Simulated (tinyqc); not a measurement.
Convergence with the size of the ring: vibrations of a mass or spring defect in a linear chain. Computed by tinyqc, a small Python program. Command: `OMP_NUM_THREADS=1 python tinyqc.py 3028801 3028802 out.jsonl localmode walk`. One thread of a shared host (Intel(R) Xeon(R) Processor @ 2.30GHz), about 0.01 s of CPU time with the checks.

A ring of N atoms with nearest-neighbour springs k and motion along the chain. Atom 1 is the defect, of mass M', and its two springs are k'. Odd sites are A (the defect replaces an A atom), even sites B.

Inputs (values chosen for the exercise, for a model chain):
```
quantity,value,unit
spring constant k,5.78,eV/angstrom^2
mass M_A,63.7,u
mass M_B,175,u
defect mass M',28.5,u
spring ratio k'/k at the defect,1.4,-
```

Host: diatomic.

Constants: nu for 1 eV/(angstrom^2 u) = 15.6333042 THz.

Method:
- Host bands: lambda from 0 to 2k/M(heavy) and from 2k/M(light) to 2k (1/M_A + 1/M_B).
- nu = 15.6333042 THz x sqrt(lambda), lambda in eV/(angstrom^2 u).
- D_ii = (sum of the two springs at i)/M_i, D_ij = -k_ij/sqrt(M_i M_j) for neighbours, closed into a ring.
- The same matrix for 120 atoms; amplitudes are the mass-weighted eigenvector, in size, relative to the defect, for the highest mode; its weight is the squared component of the normalised eigenvector on the defect.

band edges (THz): [0.00000, 4.01801, 6.65978, 7.77799]

ratio to the top of the host band = 1.57918

highest frequency, long ring = 12.2829 THz

weight of the highest mode on the defect = 0.913556

Highest mode:
```
N,frequency (THz),weight on the defect,modes outside the bands
4,12.289,0.91049,2
6,12.283,0.91349,1
8,12.283,0.91355,2
12,12.283,0.91356,2
20,12.283,0.91356,2
40,12.283,0.91356,2
80,12.283,0.91356,2
120,12.283,0.91356,2
```

What follows from these numbers?

The local mode is within 0.01 % of its final value from N = 6 on, and its weight on the defect settles at 0.914: a bound mode needs only a cell larger than its decay length. In the 120-atom ring the modes outside the host bands lie at 4.1480, 12.2829 THz; one close to a band edge can be missing in a short ring.

Extremes, crossings and ranges named in words are read from the listed rows.
